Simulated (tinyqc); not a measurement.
# Capacitance of parallel on-chip lines from Laplace's equation on a mesh, step by step

tinyqc, about 1 s, one thread, Intel Xeon 2.30GHz (shared host): `OMP_NUM_THREADS=1 python tinyqc.py 2790138 2790139 out.jsonl` Printed values are rounded.

Cross-section of an endless row of equal lines between two grounded planes; neighbours are driven in antiphase (+1 V and -1 V), so the plane midway between two lines is at 0 V. By symmetry one quarter is solved: x runs from the centre of a line (column 0, mirror) to that midplane (column 4, 0 V), y from the mid-height of the line (row 0, mirror) to the ground plane (row 4, 0 V). The line fills columns 0 to 2 and rows 0 to 1 at 1 V. Cells beside the line (below row 1) have e2, cells above have e1. Each link between nodes has the conductance g = mean permittivity of the two cells beside it (a cell beyond a mirror counts as 0), and the free nodes obey sum g (V_neighbour - V) = 0.

Values chosen for this exercise: relative permittivity above and below the lines e1 = 3; relative permittivity between the lines e2 = 3.9; over-relaxation factor om = 1.2.

Constants: eps0 = 8.8541878128e-12 F/m. Results are converted to the units shown.

## Link conductances

gx[j, i] joins node (row j, column i) to column i + 1, gy[j, i] to row j + 1.

gx:
```
	col 0	col 1	col 2	col 3
row 0	1.95	1.95	1.95	1.95
row 1	3.45	3.45	3.45	3.45
row 2	3	3	3	3
row 3	3	3	3	3
row 4	1.5	1.5	1.5	1.5
```

gy:
```
	col 0	col 1	col 2	col 3	col 4
row 0	1.95	3.9	3.9	3.9	1.95
row 1	1.5	3	3	3	1.5
row 2	1.5	3	3	3	1.5
row 3	1.5	3	3	3	1.5
```

## Iteration 1: relaxation sweep

V at the start (V):
```
	col 0	col 1	col 2	col 3	col 4
row 0	1	1	1	0	0
row 1	1	1	1	0	0
row 2	0	0	0	0	0
row 3	0	0	0	0	0
row 4	0	0	0	0	0
```

One sweep visits the free nodes row by row from row 0, left to right, and replaces V by V + om (weighted mean of the neighbours - V), using new values at once.

V after sweep 1 (V):
```
	col 0	col 1	col 2	col 3	col 4
row 0	1.00000	1.00000	1.00000	0.30000	0.00000
row 1	1.00000	1.00000	1.00000	0.40174	0.00000
row 2	0.30000	0.39000	0.41700	0.24562	0.00000
row 3	0.09000	0.14400	0.16830	0.12418	0.00000
row 4	0.00000	0.00000	0.00000	0.00000	0.00000
```

## Iteration 2: relaxation sweep

As before.

V after sweep 2 (V):
```
	col 0	col 1	col 2	col 3	col 4
row 0	1.00000	1.00000	1.00000	0.48104	0.00000
row 1	1.00000	1.00000	1.00000	0.44686	0.00000
row 2	0.50100	0.54060	0.50296	0.27307	0.00000
row 3	0.21870	0.24948	0.22932	0.12588	0.00000
row 4	0.00000	0.00000	0.00000	0.00000	0.00000
```

## Course of the relaxation

Stop when no node changes by 1e-7 V. C = 4 eps0 sum g (difference of V along the link)^2, in aF/um.

Course of the iteration:
```
sweep	C (aF/um)	largest change (V)
1	246.089	0.417
2	218.378	0.201
3	215.332	0.0888
4	215.038	0.0339
5	215.027	8.40e-3
6	215.027	2.07e-4
7	215.027	3.37e-5
8	215.027	2.02e-5
9	215.027	6.93e-6
10	215.027	2.91e-6
11	215.027	2.37e-7
12	215.027	1.20e-8
```

Converged in 12 sweeps. Over the last four sweeps the change shrinks by about 0.16 a sweep. C comes down from above, since the solution minimises the energy.

## Capacitance per length

converged V (V):
```
	col 0	col 1	col 2	col 3	col 4
row 0	1.00000	1.00000	1.00000	0.47160	0.00000
row 1	1.00000	1.00000	1.00000	0.44320	0.00000
row 2	0.63185	0.61276	0.53131	0.27566	0.00000
row 3	0.30190	0.28787	0.23683	0.12812	0.00000
row 4	0.00000	0.00000	0.00000	0.00000	0.00000
```

C = 4 eps0 sum g (difference of V)^2 over all links (twice the energy of the four quarters, line at 1 V). Plate estimate without fringing: eps0 [2 e1 w/hd + 2 e2 t/(s/2)], w = 4 hx, t = 2 hx, s/2 = 2 hx, hd = 3 hx.

C = 215.027 aF/um
plate estimate = 139.896 aF/um

C depends on the shape only, not on the mesh step hx. Meshes 6, 12 and 24 times finer extrapolate (Aitken) to 202.8 aF/um; this mesh is 6.0 % above that, and the plate estimate is 31 % below it.
